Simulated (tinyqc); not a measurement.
# Worked calculation: metal-interlayer-semiconductor contact, depinning against tunnelling resistance

tinyqc, about 0.02 s, one thread, Intel Xeon 2.30GHz (shared host): `OMP_NUM_THREADS=1 python tinyqc.py 2270059 2270060 out.jsonl` Printed values are rounded.

Zero bias, n-type semiconductor. Gap states at the semiconductor surface thin out as exp(-be ti), which unpins the barrier; electrons must then cross the interlayer (a rectangular barrier, no voltage drop across it) and the parabolic depleted layer, both by WKB. Energies E are counted from the Fermi level; no image force, parabolic bands.

Parameters, values chosen for the exercise; semiconductor values close to those of gallium nitride; interlayer mass of the order of that in lanthanum oxide, offset chosen freely: temperature T = 300 K; band gap Eg = 3.41 eV; relative permittivity eps_r = 9.84; electron affinity chi = 4.1 eV; conduction-band density of states at T Nc = 2.3e18 cm^-3; tunnelling mass in the semiconductor mt = 0.199 m0; Richardson mass mA = 0.202 m0; donor density Nd = 2.2e19 cm^-3; charge-neutrality level above the valence band E0 = 2.3 eV; pinning factor without interlayer S0 = 0.61; metal work function phiM = 4.24 eV; interlayer thickness ti = 1.8 nm; conduction-band offset of the interlayer above the semiconductor dE = 2.09 eV; tunnelling mass in the interlayer mi = 0.29 m0; decay constant of gap states through the interlayer be = 2.4 1/nm.

Constants: q = 1.602176634e-19 C, kB = 1.380649e-23 J/K, eps0 = 8.8541878128e-12 F/m, hbar = 1.054571817e-34 J s, h = 6.62607015e-34 J s, m0 = 9.1093837015e-31 kg, Vt = kB T/q, hbar^2/(2 m0) = 0.0380998212 eV nm^2. Results are converted to the units shown.

Range of the model: The depletion charge would drop about 0.11 V across such an interlayer (eps_r near 25) at ti = 1.8 nm and Nd = 2.2e19 cm^-3, against a band bending of 0.28 V; this model leaves that drop out.

## Pinning, barrier and scales

S = 1/(1 + (1/S0 - 1) exp(-be ti)); phiB = S (phiM - chi) + (1 - S)(Eg - E0); xi = Ec - EF deep inside, from Nd = Nc F(-xi/Vt), F(x) = (2/sqrt(pi)) int_0^infinity sqrt(u) du/(1 + exp(u - x)); band bending U = phiB - xi; E00 = (hbar/2) sqrt(Nd/(eps0 eps_r mt m0)) in volts; A = 4 pi q mA m0 kB^2/h^3.

S = 0.991568
phiB = 0.148179 eV
xi = -0.136683 eV
U = 0.284861 eV
E00 = 0.0622321 eV
A = 24.2750 A/(cm^2 K^2)

The interlayer moves the barrier from 0.518 eV to 0.148 eV; the unpinned limit is phiM - chi = 0.140 eV. E00/Vt = 2.41: by the usual rule of thumb (0.5 to 5) thermionic-field emission.

## Exponents and integrand on an energy grid

E, point 0 to 16 (eV): -0.13  -0.10875  -0.0875  -0.06625  -0.045  -0.02375  -0.0025  0.01875  0.04  0.06125  0.0825  0.10375  0.125  0.14625  0.1675  0.18875  0.21

With U = phiB - xi: for xi < E < phiB, y = (E - xi)/U and G1 = (U/E00) [sqrt(1 - y) - y ln((1 + sqrt(1 - y))/sqrt(y))], G1 = 0 above phiB; G2 = 2 ti sqrt(mi max(phiB + dE - E, 0)/C), C = hbar^2/(2 m0); f = 1/(1 + exp(E/Vt)); integrand exp(-G1 - G2) f.

```
point       G1       G2           f  integrand (1e-8)
0      4.24811  15.2844    0.993495           0.32683
1      3.52634  15.2156    0.985322           0.71457
2      2.95822  15.1466    0.967221           1.32650
3      2.47369  15.0772    0.928420           2.21553
4      2.04934  15.0076    0.850773           3.32734
5      1.67342  14.9376    0.714775           4.36630
6      1.33906  14.8672    0.524157           4.79911
7      1.04202  14.7966    0.326231           4.31441
8      0.77970  14.7255    0.175481           3.23882
9      0.55079  14.6542   0.0855473           2.13187
10     0.35519  14.5825   0.0394966           1.28589
11     0.19426  14.5104   0.0177540           0.72967
12     0.07202  14.4380  0.00788235           0.39357
13     0.00170  14.3653  0.00348012           0.20049
14     0.00000  14.2921  0.00153270           0.09516
15     0.00000  14.2186  6.74290e-4           0.04506
16     0.00000  14.1447  2.96501e-4           0.02133
```

## Contact resistivity

1/rho_c = (A T^2/Vt^2) I, with I the trapezoid sum of the integrand over the grid.

I = 6.23865e-9 eV
rho_c = 0.049034 ohm cm^2

A fine grid from xi upwards gives rho_c = 0.04880 ohm cm^2; the coarse value is 0.49 % above it. The integrand peaks at E = -0.0031 eV, and 0.85 % of the current flows above phiB. Tunnelling through the interlayer costs a factor of 2.89e6 at this barrier height; the bare contact (ti = 0) has rho_c = 2.23e-6 ohm cm^2, so with the interlayer rho_c is 21800 times that.
